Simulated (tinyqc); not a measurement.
Finite square well with mass mismatch (envelope functions): sweeps and comparisons. A value that a table varies takes the place of the one given here.

A square well of width L and depth V0, mass mw inside and mb outside, energies from the bottom of the well, c = hbar^2/2m0. k = sqrt(mw E/c), kappa = sqrt(mb (V0 - E)/c). psi and psi'/m are continuous at the walls (BenDaniel-Duke), so level n solves k L + 2 atan[(k/mw)/(kappa/mb)] = n pi.

Non-parabolic bands: mw is replaced by mw (1 + alpha_w E) and mb by mb (1 - alpha_b (V0 - E)), in k, kappa and the matching condition alike.

Constants: hbar^2/2m0 = 3.80998211 eV angstrom^2.

Values chosen for the exercise (near those of an InGaAs well in InAlAs; shifted at random, so the results belong to these values and not to a real crystal): V0 = 0.529 eV (barrier height); mw = 0.0412 m0 (mass in the well); mb = 0.0731 m0 (mass in the barrier); Ls = (21, 26, 32, 41, 51, 63, 79) angstrom (widths); L = 36 angstrom (well width); alpha_w = 1.24 1/eV (non-parabolicity in the well); alpha_b = 0.21 1/eV (non-parabolicity in the barrier).

## Width of the well

Levels against L, beside the infinite well E1(hard) = c (pi/L)^2/mw; Pb is the probability of level 1 in the barriers; a dash marks an unbound level.

Levels:
```
L (angstrom)  bound levels  E1 (eV)  E2 (eV)  E1(hard) (eV)     Pb
21                       1   0.2937        -         2.0696  0.354
26                       1   0.2483        -         1.3501  0.271
32                       1   0.2058        -         0.8913  0.202
41                       1   0.1596        -         0.5429  0.137
51                       2   0.1243   0.4730         0.3509  0.094
63                       2   0.0955   0.3780         0.2300  0.063
79                       2   0.0704   0.2824         0.1462  0.040
```

What does this show, and why?

The infinite well overestimates E1 by a factor 7.05 at 21 angstrom and 2.08 at 79 angstrom. The local exponent d ln E1/d ln L goes from -0.79 (first two rows) to -1.35 (last two), towards the -2 of hard walls, as Pb falls from 0.354 to 0.040. E2 - E1 is largest at 51 angstrom of the widths listed.

## Levels of description

The same well five ways. mb = mw: the barrier takes the mass of the well. psi' continuous: kappa holds mb but the condition drops the masses, k L + 2 atan(k/kappa) = n pi. The last column is measured against BenDaniel-Duke.

Levels (eV):
```
model                E1      E2      E3  E1 - E1(BDD) (meV)
infinite walls   0.7042  2.8170  6.3382               521.1
mb = mw          0.2180       -       -                34.8
BenDaniel-Duke   0.1831       -       -                 0.0
psi' continuous  0.2547       -       -                71.5
non-parabolic    0.1796  0.5161       -                -3.5
```

How do the results move?

Hard walls put E1 521.1 meV too high. Ignoring the mass step moves it by +34.8 meV and the wrong matching by +71.5 meV: with mb/mw = 1.77, continuity of psi'/m lets the slope outside be 1.77 times the slope inside, which acts like a softer wall. Non-parabolicity shifts E1 by -3.5 meV, the balance of a heavier mass in the well, which lowers it, and a lighter mass deep in the barrier, which hardens the wall. Among the finite wells the largest departure in E1 is that of the model 'psi' continuous'.

## What each parameter does

Parabolic bands. Pb is the probability of level 1 in the barriers, (A^2/kappa)/(A^2/kappa + L/2 + sin(kL)/(2k)) with A = cos(kL/2). Each row changes one parameter from the base and keeps the others.

Results:
```
case             E1 (eV)  bound levels      Pb  V0 - E1 (eV)
base              0.1831             1  0.1690        0.3459
L = 40 angstrom   0.1639             1  0.1428        0.3651
V0 = 0.45 eV      0.1689             1  0.1914        0.2811
mw = 0.0453 m0    0.1797             1  0.1615        0.3493
mb = 0.0585 m0    0.1964             1  0.1813        0.3326
```

What does this show?

The largest shifts from the base row, up to three for each result and ties (the steps differ in size, so this ranks the rows, not the parameters). E1 (eV): L -0.0192, V0 -0.0142, mb +0.0132. bound levels: unchanged at the printed digits by L, V0, mw and mb. Pb: L -0.0262, V0 +0.0223, mb +0.0123. V0 - E1 (eV): V0 -0.0648, L +0.0192, mb -0.0132.

Run: tinyqc, `OMP_NUM_THREADS=1 python tinyqc.py 1251593 1251594 out.jsonl`; Intel(R) Xeon(R) Processor @ 2.30GHz, one thread, shared host; about 0.01 s of CPU time with all checks.
